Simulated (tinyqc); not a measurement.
What each parameter does: shallow donor in an anisotropic valley (effective-mass theory).

One valley: H = -c [(d2/dx2 + d2/dy2)/mt + (d2/dz2)/ml] - q/(eps r), c = hbar^2/2m0, q = e^2/(4 pi eps0). Trial function exp(-sqrt((x^2 + y^2)/a^2 + z^2/b^2)) with a > b: T = (c/3)(2/(mt a^2) + 1/(ml b^2)), V = -(q/eps) atan(u/b)/u, u = sqrt(a^2 - b^2). The central cell of the impurity is left out.

Constants: hbar^2/2m0 = 3.80998211 eV angstrom^2; e^2/(4 pi eps0) = 14.39964547 eV angstrom.

Parameters, chosen for this exercise (out of a larger set: near those of AlAs; not measured data):
- ml = 1.112 m0 (longitudinal mass)
- mt = 0.189 m0 (transverse mass)
- eps = 10 (dielectric constant)

The minimum of the trial energy.

Results for these values:
```
case  E (meV)  a (angstrom)  b (angstrom)    b/a
base   -42.19         20.32         10.88  0.536
```

What happens to each result for ml = 1.39 m0, all else kept?

Answer: E falls from -42.19 to -44.34; a falls from 20.32 to 19.67; b falls from 10.88 to 9.75; b/a falls from 0.536 to 0.496.

The same for each parameter in turn:
```
case           E (meV)  a (angstrom)  b (angstrom)    b/a
base            -42.19         20.32         10.88  0.536
ml = 1.39 m0    -44.34         19.67          9.75  0.496
mt = 0.208 m0   -45.42         18.73         10.37  0.554
eps = 9         -52.09         18.29          9.80  0.536
```

eps only rescales the solution (E as 1/eps^2, lengths as eps), so b/a depends on ml/mt alone.

Computed by tinyqc, a small Python program: `OMP_NUM_THREADS=1 python tinyqc.py 1281162 1281163 out.jsonl` (the numbers bound the seed that draws the inputs); one thread of a shared host (Intel(R) Xeon(R) Processor @ 2.30GHz), about 0.01 s for the whole set of steps.
